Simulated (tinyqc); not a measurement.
Biaxially strained (001) channel, valley splitting in an inversion layer: one step of the calculation.

A thin layer grown on a relaxed buffer is stretched in the plane. The two valleys with their long axis along the growth direction (D2) sink against the four in-plane ones (D4); confinement in a triangular well splits them too. Only the lowest subband of each set is kept; one relaxation time, so the weakening of intervalley scattering is left out.

Question. Critical thickness by substitution. Critical thickness (Matthews-Blakeslee, 60-degree dislocations): h = bv (1 - nu/4)[ln(h/bv) + 1]/(4 pi e_par (1 + nu)), nu = c12/(c11 + c12). The right side gives h(new); e_par = b1 x.

Inputs (values chosen for the exercise); values close to those of silicon on relaxed silicon-germanium: germanium share of the relaxed buffer x = 0.05; lattice mismatch per unit x b1 = 0.0418; elastic constant c11 = 162 GPa; elastic constant c12 = 65.9 GPa; Burgers vector bv = 0.384 nm.

h after iteration 1 = 44.818613 nm

Give: h after iteration 2.

Answer.

h after iteration 2 = 60.601 nm

tinyqc, about 0.01 s, one thread, Intel Xeon 2.30GHz (shared host): `OMP_NUM_THREADS=1 python tinyqc.py 2530145 2530146 out.jsonl`
